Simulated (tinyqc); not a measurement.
Double-gate transistor, scale length and short-channel effects: two steps of the calculation.

A body of thickness ts between two insulators of thickness ti and two tied gates. Below threshold the potential that source and drain add obeys Laplace's equation and vanishes on the gate. Its lowest mode decays along the channel as exp(-k y); k is the smallest positive root of the matching condition at the interface, and the scale length is Lambda = pi/k.

Values chosen for this exercise; permittivities: semiconductor close to that of silicon, insulator close to that of zirconium oxide:

| symbol | value | unit | meaning |
|---|---|---|---|
| eps_r | 11.8 |  | relative permittivity of the semiconductor |
| ei | 24.4 |  | relative permittivity of the insulator |
| ti | 11 | nm | insulator thickness |
| ts | 11.4 | nm | body thickness |

Task 1. Decay constant by Newton steps. f(k) = ei cos(k ti) cos(k ts/2) - eps_r sin(k ti) sin(k ts/2); f' by a central difference with +/- 1e-5 1/nm; k(new) = k - f/f'.

k at the start = 0.10625000 1/nm

Find: f; f'; k after iteration 1.

Result 1.

f = 1.6678
f' = -313.85 nm
k after iteration 1 = 0.11156 1/nm

Task 2. Scale length against simple estimates. Lambda = pi/k and l = 1/k. A parabolic potential across the structure gives l(parabolic) = sqrt((eps_r/(2 ei)) ts ti (1 + ei ts/(4 eps_r ti))).

k = 0.11161075 1/nm

Wanted: Lambda; l; l(parabolic).

Result 2.

Lambda = 28.15 nm
l = 8.960 nm
l(parabolic) = 6.824 nm

Numbers from tinyqc (`OMP_NUM_THREADS=1 python tinyqc.py 2420108 2420109 out.jsonl`; about 0.01 s on one thread of a shared Intel Xeon 2.30GHz).
